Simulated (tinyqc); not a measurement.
Two-mode optical phonons of a ternary alloy from two coupled oscillators: one step, computed by the program tinyqc. Command: `OMP_NUM_THREADS=1 python tinyqc.py 3027042 3027043 out.jsonl twomode walk`. One thread of a shared host (Intel(R) Xeon(R) Processor @ 2.30GHz), about 0.01 s of CPU time with the checks.

An alloy A(x)B(1-x)C has an A-C and a B-C bond oscillator. Each TO frequency moves linearly from the impurity mode (dilute end) to the TO of the pure crystal; each strength is proportional to the number of bonds.

Question. The two oscillators. omega_1 = (impurity mode of A) + x (omega_TO,AC - impurity mode of A); omega_2 = (impurity mode of B) + (1 - x)(omega_TO,BC - impurity mode of B); eps_inf = x eps_AC + (1 - x) eps_BC; strengths W_1 = x eps_AC (omega_LO,AC^2 - omega_TO,AC^2), W_2 = (1 - x) eps_BC (omega_LO,BC^2 - omega_TO,BC^2).

Inputs (values chosen for the exercise, for a model alloy): omega_TO of pure AC = 511 1/cm; omega_LO of pure AC = 583 1/cm; omega_TO of pure BC = 348 1/cm; omega_LO of pure BC = 390 1/cm; eps_inf of AC = 11.9; eps_inf of BC = 8.34; impurity mode of A in BC = 513 1/cm; impurity mode of B in AC = 319 1/cm; fraction x of A = 0.79.

Give: omega_1 (A-C, TO); omega_2 (B-C, TO); eps_inf; W_1; W_2.

Answer.

omega_1 (A-C, TO) = 511.42 1/cm

omega_2 (B-C, TO) = 325.09 1/cm

eps_inf = 11.1524

W_1 = 7.405e+05 1/cm^2

W_2 = 54286 1/cm^2
